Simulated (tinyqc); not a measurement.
# Isotype n-N heterojunction, non-linear Poisson equation by Newton steps, Boltzmann statistics: effects of single changes

One dimension, material 1 (n-type) at x < 0 and material 2 (n-type) at x > 0. Band edges: Ec = -psi in material 1 and -psi + dEc in material 2, Ev = Ec - Eg. Equilibrium, Fermi level at 0. n = Nc F((EFn - Ec)/Vt), p = Nv F((Ev - EFp)/Vt), with F(eta) = exp(eta) (Boltzmann statistics); full ionisation, no interface charge, classical densities; the doping types are chosen for the exercise.

Values chosen for this exercise; band and dielectric values close to those of InP and In0.53Ga0.47As:

| symbol | value | unit | meaning |
|---|---|---|---|
| T | 300 | K | temperature |
| Eg1 | 1.35 | eV | band gap of material 1 |
| er1 | 12.6 |  | relative permittivity of material 1 |
| Nc1 | 5.73e17 | cm^-3 | conduction-band density of states of material 1 |
| Nv1 | 1.12e19 | cm^-3 | valence-band density of states of material 1 |
| Eg2 | 0.729 | eV | band gap of material 2 |
| er2 | 13.9 |  | relative permittivity of material 2 |
| Nc2 | 2.12e17 | cm^-3 | conduction-band density of states of material 2 |
| Nv2 | 7.66e18 | cm^-3 | valence-band density of states of material 2 |
| dEc | -0.25 | eV | conduction-band offset Ec2 - Ec1 |
| N1 | 5.4e15 | cm^-3 | donor density of material 1 |
| N2 | 1.5e16 | cm^-3 | donor density of material 2 |
| V | 0 | V | bias of side 1 against side 2 |

Constants: q = 1.602176634e-19 C, kB = 1.380649e-23 J/K, Vt = kB T/q, eps0 = 8.8541878128e-14 F/cm where lengths are in cm. Results are converted to the units shown.

Each table varies one quantity; the others keep the values above.

## Effect of the donor density of material 2

Exact first integral: on each side D^2/(2 eps0 er) = G, G = q [Vt (nI_j - nI_b) + Vt (pI_j - pI_b) - C (psi_j - psi_b)], with C = +N1 or +N2, b the neutral end of that side, and nI, pI the densities themselves. D is continuous, so er1 G1(psi_j) = er2 G2(psi_j) fixes psi_j. Ends from Nc1 F(psi_L/Vt) = N1 and Nc2 F((V + psi_R - dEc)/Vt) = N2. D is counted positive when psi rises towards material 2.

Effect of the donor density of material 2:
```
N2 (cm^-3),psi_R - psi_L (V),psi_j - psi_L (V),psi_R - psi_j (V),D/q (cm^-2),n_j in 1 (cm^-3),n_j in 2 (cm^-3)
7.5e14,-0.2753,-0.1780,-0.09734,-1.070e11,5.525e12,3.239e16
1.3e15,-0.2611,-0.1766,-0.08446,-1.065e11,5.819e12,3.411e16
2.4e15,-0.2453,-0.1745,-0.07080,-1.057e11,6.332e12,3.712e16
4.2e15,-0.2308,-0.1716,-0.05917,-1.047e11,7.067e12,4.142e16
7.5e15,-0.2158,-0.1676,-0.04816,-1.033e11,8.245e12,4.833e16
1.3e16,-0.2016,-0.1627,-0.03887,-1.015e11,9.975e12,5.847e16
2.4e16,-0.1857,-0.1558,-0.02994,-9.888e10,1.304e13,7.641e16
4.2e16,-0.1713,-0.1481,-0.02313,-9.593e10,1.753e13,1.027e17
```

What does the table show?

As N2 goes from 7.5e14 to 4.2e16, the total bending rises from -0.275 to -0.171 V and the sheet charge D/q rises from -1.07e11 to -9.59e10 cm^-2; the share of the bending in material 1 rises from 64.6 to 86.5 %. In every row electrons move into material 2, which accumulates, while the other side depletes. For N2 = 2.4e16, 4.2e16 a density at the interface exceeds 0.3 of the band density of states, which Boltzmann statistics overestimate.

## Effect of the conduction-band offset Ec2 - Ec1

Same model as above.

Effect of the conduction-band offset Ec2 - Ec1:
```
dEc (eV),psi_R - psi_L (V),psi_j - psi_L (V),psi_R - psi_j (V),D/q (cm^-2),n_j in 1 (cm^-3),n_j in 2 (cm^-3)
-0.55,-0.4979,-0.4429,-0.05499,-1.771e11,1.960e8,1.259e17
-0.48,-0.4279,-0.3761,-0.05183,-1.623e11,2.600e9,1.114e17
-0.4,-0.3479,-0.3003,-0.04760,-1.437e11,4.874e10,9.458e16
-0.33,-0.2779,-0.2347,-0.04314,-1.253e11,6.150e11,7.958e16
-0.25,-0.1979,-0.1612,-0.03665,-1.009e11,1.056e13,6.191e16
-0.17,-0.1179,-0.09049,-0.02739,-7.014e10,1.630e14,4.328e16
-0.1,-0.04788,-0.03356,-0.01433,-3.332e10,1.475e15,2.611e16
-0.02,0.03212,0.01883,0.01329,2.584e10,1.119e16,8.972e15
0.05,0.1021,0.04858,0.05354,8.445e10,3.536e16,1.891e15
```

As dEc goes from -0.55 to 0.05, the total bending rises from -0.498 to 0.102 V and the sheet charge D/q rises from -1.77e11 to 8.44e10 cm^-2; the share of the bending in material 1 falls from 89.0 to 47.6 %. The alignment is staggered for dEc = 0.05 eV. The bending changes sign within the table: electrons move into material 1 where it is positive and into material 2 where it is negative. For dEc = -0.55, -0.48, -0.4, -0.33 a density at the interface exceeds 0.3 of the band density of states, which Boltzmann statistics overestimate.

Program tinyqc, `OMP_NUM_THREADS=1 python tinyqc.py 2040022 2040023 out.jsonl`; Intel Xeon 2.30GHz, shared host, one thread, about 0.02 s.
